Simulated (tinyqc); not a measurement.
## Undoped symmetric double-gate MOSFET, analytic potential model: effect of the insulator thickness

An undoped body of thickness ts between two equal insulators and tied gates; long channel, electrons only, n = ni exp((psi - V)/Vt) with V the quasi-Fermi potential (0 at the source, Vd at the drain), constant mobility, no quantisation. Across the body psi(x) = V - 2 Vt ln[(ts/(2 beta)) sqrt(q ni/(2 eps0 eps_r Vt)) cos(2 beta x/ts)], x from the centre. Q is the electron charge per area of the whole body.

ni = sqrt(Nc Nv) exp(-Eg/(2 Vt)), Eg in volts; r = eps_r tox/(eox ts); V0 = dphi + 2 Vt ln[(2/ts) sqrt(2 eps0 eps_r Vt/(q ni))]. beta (between 0 and pi/2) solves (Vg - V0 - V)/(2 Vt) = ln(beta) - ln(cos beta) + 2 r beta tan(beta). Q = 8 eps0 eps_r Vt beta tan(beta)/ts; I = mu (1/L)(4 eps0 eps_r/ts)(2 Vt)^2 [g(beta_s) - g(beta_d)] per width, g = beta tan(beta) - beta^2/2 + r beta^2 tan^2(beta), with beta_s at V = 0 and beta_d at V = Vd.  I(low) is taken at Vg = 0.23 V, Qs and I(high) at Vg = 0.98 V.

Inputs (values chosen for the exercise); material values close to those of silicon:
```
symbol    value        unit                                             meaning
T           400           K                                         temperature
Eg         1.12          eV                                            band gap
eps_r      11.8                      relative permittivity of the semiconductor
Nc      4.23e19       cm^-3              conduction-band density of states at T
Nv      4.11e19       cm^-3                 valence-band density of states at T
eox        3.84                     relative permittivity of the gate insulator
ts           10          nm                                      body thickness
dphi       0.03           V  gate work function less that of the intrinsic body
mu          580  cm^2/(V s)                                    channel mobility
L           0.5          um                                         gate length
Vd         0.05           V                                       drain voltage
```

Constants: q = 1.602176634e-19 C, kB = 1.380649e-23 J/K, Vt = kB T/q, eps0 = 8.8541878128e-14 F/cm where lengths are in cm. Results are converted to the units shown.

The same in every row: V0 (V) = 0.4816.

Result of one run:

| tox (nm) | I(low) (nA/um) | Qs(high) (nC/cm^2) | I(high) (uA/um) |
|---|---|---|---|
| 1.9 | 5.947 | 1387 | 76.03 |

What becomes of these results when the insulator thickness tox is changed from 1.9 to 2.7 nm, all else the same?

Result of the changed run:

| tox (nm) | I(low) (nA/um) | Qs(high) (nC/cm^2) | I(high) (uA/um) |
|---|---|---|---|
| 2.7 | 5.945 | 1025 | 56.30 |

The whole series:

| tox (nm) | I(low) (nA/um) | Qs(high) (nC/cm^2) | I(high) (uA/um) |
|---|---|---|---|
| 0.43 | 5.952 | 4808 | 260.3 |
| 0.62 | 5.951 | 3560 | 193.4 |
| 0.9 | 5.950 | 2611 | 142.3 |
| 1.3 | 5.949 | 1916 | 104.8 |
| 1.9 | 5.947 | 1387 | 76.03 |
| 2.7 | 5.945 | 1025 | 56.30 |
| 3.9 | 5.941 | 744.0 | 40.95 |

As tox goes from 0.43 to 3.9 nm, I(low) stays near 5.95 nA/um and I(high) falls from 260 to 40.9 uA/um. On average I(low) is independent of tox and I(high) goes as tox^(-0.84). Below threshold no voltage drops over the insulator in this long-channel model, so its thickness does not matter there. In every row the surface density at the source at the higher gate voltage passes 0.3 Nc, where Boltzmann statistics fail.

tinyqc, about 0.02 s, one thread, Intel Xeon 2.30GHz (shared host): `OMP_NUM_THREADS=1 python tinyqc.py 2440071 2440072 out.jsonl`
